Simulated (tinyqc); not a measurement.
Worked calculation: CIS on RHF in the sto-3g basis, for H3+, spin multiplicity 1. One step of it, computed by the program tinyqc.

Problem. CIS singlet states. Diagonalise A (1 hartree = 27.211386 eV); each vector has its largest component positive (the first on a tie). The transition dipole is mu = sqrt2 sum c_ia <i|r|a>.

CIS matrix A, singlet (hartree), order 1>2, 1>3:
```
[[0.714538, 0.000000],
 [0.000000, 0.714848]]
```

dipole integrals <i|r|a> (bohr), order 1>2, 1>3:
```
[[0.000000, -0.720406, -0.688702],
 [0.000000, -0.688553, 0.720249]]
```

Give: singlet excitation energies; lowest vectors; oscillator strengths 2/3 w |mu|^2.

Solution.

singlet excitation energies (eV): [19.4436, 19.4520]

lowest vectors, order 1>2, 1>3:
```
[[1.0000, 0.0000],
 [0.0000, 1.0000]]
```

oscillator strengths 2/3 w |mu|^2: [0.9463, 0.9463]
